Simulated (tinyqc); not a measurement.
Planar ballistic transistor, top-of-the-barrier model: effect of the drain control CD/CS.

At the top of the source barrier, states moving towards the drain are filled by the source (Fermi level 0) and states moving back by the drain (Fermi level -q Vd); nothing scatters. U is the shift of the band edge there, set by the capacitances CG, CD and CS (the total) and by the charge. Parabolic two-dimensional band; the source is grounded.

N0 = gv m kB T/(pi hbar^2), CG = eps0 eox/tox, vT = sqrt(2 kB T/(pi m)), CS = CG/aG, n0 = n at U = 0 and Vd = 0. eta1 = -(E0 + U)/Vt, eta2 = eta1 - Vd/Vt, n = (N0/2)[F_0(eta1) + F_0(eta2)], F_0(x) = ln(1 + exp x). U = UL + q (n - n0)/CS with UL = -(aG Vg + aD Vd), energies in eV. I = q (N0/2) vT [F_(1/2)(eta1) - F_(1/2)(eta2)] per width, F_(1/2)(x) = (2/sqrt(pi)) int_0^infinity u^(1/2)/(1 + exp(u - x)) du. CQ = (q/Vt) dn/d(eta1). E0 is held fixed.

Parameters, values chosen for the exercise; mass and valleys close to those of indium arsenide: temperature T = 300 K; effective mass m = 0.031 m0; valley degeneracy gv = 1; relative permittivity of the gate insulator eox = 3.9; insulator thickness tox = 2.5 nm; gate control CG/CS aG = 0.86; band edge at the barrier top above the source Fermi level at zero bias E0 = 0.25 eV; gate voltage Vg = 0.7 V; drain voltage Vd = 0.7 V.

Constants: q = 1.602176634e-19 C, kB = 1.380649e-23 J/K, hbar = 1.054571817e-34 J s, m0 = 9.1093837015e-31 kg, Vt = kB T/q, eps0 = 8.8541878128e-14 F/cm where lengths are in cm. Results are converted to the units shown.

Result of one run:
```
eta1   n (cm^-2)  I (uA/um)  mean velocity I/(q n) (cm/s)   CQ/CS
9.457   1.583e12       1818                       7.168e7  0.6458
```

Which drain control CD/CS aD gave this result: 0.018, 0.036, 0.054, 0.072 or 0.126?

aD = 0.072.

The whole series:
```
aD      eta1  n (cm^-2)  I (uA/um)  mean velocity I/(q n) (cm/s)   CQ/CS
0      8.273   1.385e12       1494                       6.732e7  0.6457
0.018  8.569   1.434e12       1573                       6.843e7  0.6458
0.036  8.865   1.484e12       1653                       6.953e7  0.6458
0.054  9.161   1.533e12       1735                       7.061e7  0.6458
0.072  9.457   1.583e12       1818                       7.168e7  0.6458
0.09   9.753   1.633e12       1902                       7.273e7  0.6459
0.108  10.05   1.682e12       1988                       7.377e7  0.6459
0.126  10.35   1.732e12       2075                       7.480e7  0.6459
```

As aD goes from 0 to 0.126, n rises from 1.38e12 to 1.73e12 cm^-2, the mean velocity rises from 6.73e7 to 7.48e7 cm/s and the current rises from 1490 to 2080 uA/um. CQ/CS stays near 0.65.

tinyqc, about 0.01 s, one thread, Intel Xeon 2.30GHz (shared host): `OMP_NUM_THREADS=1 python tinyqc.py 2400092 2400093 out.jsonl`
